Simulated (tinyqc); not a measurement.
Capacitance of parallel on-chip lines from Laplace's equation on a mesh: one step of the calculation.

Cross-section of an endless row of equal lines between two grounded planes; neighbours are driven in antiphase (+1 V and -1 V), so the plane midway between two lines is at 0 V. By symmetry one quarter is solved: x runs from the centre of a line (column 0, mirror) to that midplane (column 3, 0 V), y from the mid-height of the line (row 0, mirror) to the ground plane (row 5, 0 V). The line fills columns 0 to 1 and rows 0 to 2 at 1 V. Cells beside the line (below row 2) have e2, cells above have e1. Each link between nodes has the conductance g = mean permittivity of the two cells beside it (a cell beyond a mirror counts as 0), and the free nodes obey sum g (V_neighbour - V) = 0.

Question. Capacitance per length. C = 4 eps0 sum g (difference of V)^2 over all links (twice the energy of the four quarters, line at 1 V). Plate estimate without fringing: eps0 [2 e1 w/hd + 2 e2 t/(s/2)], w = 2 hx, t = 4 hx, s/2 = 2 hx, hd = 3 hx.

Values chosen for this exercise:

| symbol | value | unit | meaning |
|---|---|---|---|
| e1 | 4.2 |  | relative permittivity above and below the lines |
| e2 | 7 |  | relative permittivity between the lines |

Constants: eps0 = 8.8541878128e-12 F/m. Results are converted to the units shown.

converged V (V):
```
           col 0      col 1      col 2      col 3
row 0  1.0000000  1.0000000  0.4933519  0.0000000
row 1  1.0000000  1.0000000  0.4867038  0.0000000
row 2  1.0000000  1.0000000  0.4534633  0.0000000
row 3  0.5727491  0.5177916  0.2739648  0.0000000
row 4  0.2554134  0.2244523  0.1246043  0.0000000
row 5  0.0000000  0.0000000  0.0000000  0.0000000
```

gx:
```
       col 0  col 1  col 2
row 0    3.5    3.5    3.5
row 1      7      7      7
row 2    5.6    5.6    5.6
row 3    4.2    4.2    4.2
row 4    4.2    4.2    4.2
row 5    2.1    2.1    2.1
```

gy:
```
       col 0  col 1  col 2  col 3
row 0    3.5      7      7    3.5
row 1    3.5      7      7    3.5
row 2    2.1    4.2    4.2    2.1
row 3    2.1    4.2    4.2    2.1
row 4    2.1    4.2    4.2    2.1
```

Give: C; plate estimate.

Answer.

C = 402.0 aF/um
plate estimate = 297.5 aF/um

Numbers from tinyqc (`OMP_NUM_THREADS=1 python tinyqc.py 2790210 2790211 out.jsonl`; about 0.7 s on one thread of a shared Intel Xeon 2.30GHz).
